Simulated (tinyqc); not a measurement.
Tight binding, dimerised chain, step by step. One step of it, computed by the program tinyqc.

Question. Bloch Hamiltonian at k. H_AA = +delta, H_BB = -delta, H_AB = -t1 - t2 exp(-i k a).

Parameters chosen for this model:
```
parameter     value                      unit
t1         0.740000       eV, inside the cell
t2         2.260000         eV, between cells
delta             0  eV, +/- on the two sites
```

k point k (2 pi / a): [0.420000]

Give: H(k) at k.

Answer.

H(k) at k (eV), order A, B:
```
[[0.0000, 1.2405+1.0888i],
 [1.2405-1.0888i, 0.0000]]
```
